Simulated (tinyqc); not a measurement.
Worked calculation: ROHF in the sto-3g basis, for H4+, spin multiplicity 2. One step of it, computed by the program tinyqc.

Problem. Iteration 2: Roothaan effective Fock matrix. With projectors Pc = D(beta) S, Po = (D(alpha) - D(beta)) S, Pv = 1 - D(alpha) S, the block xy is Px^T F Py; with Fc = (F(alpha) + F(beta))/2, the blocks are Fc for cc, oo, vv and cv, F(beta) for co and F(alpha) for ov.

F(alpha) (hartree), order 1H 1s, 2H 1s, 3H 1s, 4H 1s:
$$\begin{pmatrix}
-0.407971 & -0.359664 & -0.019380 & -0.003822 \\
-0.359664 & -0.511409 & -0.105081 & -0.019380 \\
-0.019380 & -0.105081 & -0.511409 & -0.359664 \\
-0.003822 & -0.019380 & -0.359664 & -0.407971
\end{pmatrix}$$

F(beta) (hartree), order 1H 1s, 2H 1s, 3H 1s, 4H 1s:
$$\begin{pmatrix}
-0.346077 & -0.254319 & -0.053624 & -0.017619 \\
-0.254319 & -0.155204 & -0.191146 & -0.053624 \\
-0.053624 & -0.191146 & -0.155204 & -0.254319 \\
-0.017619 & -0.053624 & -0.254319 & -0.346077
\end{pmatrix}$$

D(alpha) after iteration 1, order 1H 1s, 2H 1s, 3H 1s, 4H 1s:
$$\begin{pmatrix}
0.054335 & 0.205937 & 0.024922 & 0.021113 \\
0.205937 & 0.846344 & -0.139943 & 0.024922 \\
0.024922 & -0.139943 & 0.846344 & 0.205937 \\
0.021113 & 0.024922 & 0.205937 & 0.054335
\end{pmatrix}$$

D(beta) after iteration 1, order 1H 1s, 2H 1s, 3H 1s, 4H 1s:
$$\begin{pmatrix}
0.037724 & 0.115430 & 0.115430 & 0.037724 \\
0.115430 & 0.353200 & 0.353200 & 0.115430 \\
0.115430 & 0.353200 & 0.353200 & 0.115430 \\
0.037724 & 0.115430 & 0.115430 & 0.037724
\end{pmatrix}$$

overlap S, order 1H 1s, 2H 1s, 3H 1s, 4H 1s:
$$\begin{pmatrix}
1.000000 & 0.281189 & 0.007066 & 0.000162 \\
0.281189 & 1.000000 & 0.120395 & 0.007066 \\
0.007066 & 0.120395 & 1.000000 & 0.281189 \\
0.000162 & 0.007066 & 0.281189 & 1.000000
\end{pmatrix}$$

Give: effective F.

Solution.

effective F (hartree), order 1H 1s, 2H 1s, 3H 1s, 4H 1s:
$$\begin{pmatrix}
-0.361 & -0.292 & -0.051 & -0.027 \\
-0.292 & -0.339 & -0.142 & -0.051 \\
-0.051 & -0.142 & -0.339 & -0.292 \\
-0.027 & -0.051 & -0.292 & -0.361
\end{pmatrix}$$
